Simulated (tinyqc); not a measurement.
Changing the correlation length Lambda: low-temperature mobility of a two-dimensional electron gas with static screening. Computed by tinyqc, a small Python program. Command: `OMP_NUM_THREADS=1 python tinyqc.py 3020271 3020272 out.jsonl twodeg sweep`. One thread of a shared host (Intel(R) Xeon(R) Processor @ 2.30GHz), about 0.04 s of CPU time with the checks.

One subband is filled, the gas is degenerate and scatters at the Fermi circle; one permittivity serves on both sides of the interface. All formulas are in SI units, masses times m_0. Piezoelectric and polar phonons are left out, and n_s is taken as set by a gate, independent of N_i.

Inputs (values chosen for the exercise, modelled on a silicon inversion layer):
```
quantity,value,unit
in-plane mass m,0.194,m_0
mass across the layer m_z,0.942,m_0
permittivity eps,11.6,-
valley degeneracy g_v,2,-
sheet density n_s,1.8e+12,1/cm^2
depletion charge N_d,1.4e+11,1/cm^2
roughness height Delta,0.28,nm
remote charge density N_i,4.5e+10,1/cm^2
distance d of the charges from the interface,0.64,nm
density rho,2329,kg/m^3
sound velocity v_l,9250,m/s
deformation potential D_A,13,eV
temperature T,40,K
```

Wave function: Fang-Howard. Roughness spectrum: Gaussian.

Constants: m_0 = 9.1093837015e-31 kg; e = 1.602176634e-19 C; eps_0 = 8.8541878128e-12 F/m; hbar = 1.054571817e-34 J s; k_B = 1.380649e-23 J/K.

Method:
- k_F = sqrt(2 pi n_s/g_v); E_F = hbar^2 k_F^2/(2 m); q_TF = g_v m e^2/(2 pi eps eps_0 hbar^2); Fang-Howard parameter b = [12 m_z e^2 (N_d + 11 n_s/32)/(eps eps_0 hbar^2)]^(1/3), mean depth 3/b; effective field F = e (N_d + n_s/2)/(eps eps_0).
- Form factors with u = q/b: screening G(q) = [1 + 9u/8 + 3u^2/8]/(1 + u)^3, remote charge P(q) = exp(-q d)/(1 + u)^3. Dielectric function eps(q) = 1 + q_TF G(q)/q, with q = 2 k_F sin(theta/2).
- Roughness: <|U|^2> = (e F)^2 S(q), S = pi Delta^2 Lambda^2 exp(-q^2 Lambda^2/4).
- 1/tau_t = (m/(pi hbar^3)) int_0^pi (1 - cos theta) <|U|^2>/eps(q)^2 dtheta; the quantum rate 1/tau_q drops the factor (1 - cos theta); 200 Gauss-Legendre points in s with theta = pi s^2, s from 0 to 1; mu = e tau_t/m.
- Remote charges: <|U|^2> = N_i [e^2 P(q)/(2 eps eps_0 q)]^2.
- Unscreened deformation potential in equipartition: 1/tau = m D_A^2 k_B T I/(rho v_l^2 hbar^3), I = int |psi|^4 dz = 3 b/16 for the Fang-Howard function (used for both wave-function options); mu = e tau/m. Bloch-Grueneisen temperature T_BG = 2 hbar v_l k_F/k_B.
- At the Fermi circle the rates add, so 1/mu is the sum; sheet resistance 1/(n_s e mu); mean free path hbar k_F mu/e; the quantum time adds the rates 1/tau_q, with the isotropic acoustic rate e/(m mu).

One run for each value:
```
correlation length Lambda (nm),roughness mobility (cm^2/(V s)),"tau_t/tau_q, roughness",mobility mu (cm^2/(V s)),remote-charge mobility (cm^2/(V s))
0.50,1.1732e+06,0.671,17743,96999
0.86,4.0576e+05,0.672,17249,96999
1.50,1.4315e+05,0.677,16001,96999
2.60,5.8745e+04,0.693,13787,96999
4.50,3.6116e+04,0.752,12020,96999
7.70,6.0902e+04,1.050,13903,96999
13.00,3.5152e+05,2.873,17137,96999
23.00,2.3204e+06,9.535,17876,96999
40.00,1.3179e+07,29.381,17990,96999
```

Describe and explain the trends.

Over the rows, roughness mobility (cm^2/(V s)) goes from 1.17e6 through a minimum among these rows, 36100 at 4.50, to 1.32e7; tau_t/tau_q, roughness rises from 0.671 to 29.4 (exponent d ln y / d ln x 0.0043 between the first rows and 2.0 between the last); mobility mu (cm^2/(V s)) goes from 17700 through a minimum among these rows, 12000 at 4.50, to 18000. At the low end the exponent of roughness mobility is -1.96, close to -2: short roughness, S proportional to Lambda^2. Roughness scatters most when k_F Lambda is of order 1, that is near Lambda = 4.2 nm: shorter roughness averages out, longer roughness deflects only through small angles.

Caution (all rows): k_B T exceeds a quarter of E_F, so scattering at the Fermi circle alone and zero-temperature screening are rough. Caution (all rows): T is not well above T_BG, where phonon scattering freezes out faster than equipartition says; the acoustic mobility is a lower bound.

Extremes, crossings and ranges named in words are read from the listed rows.
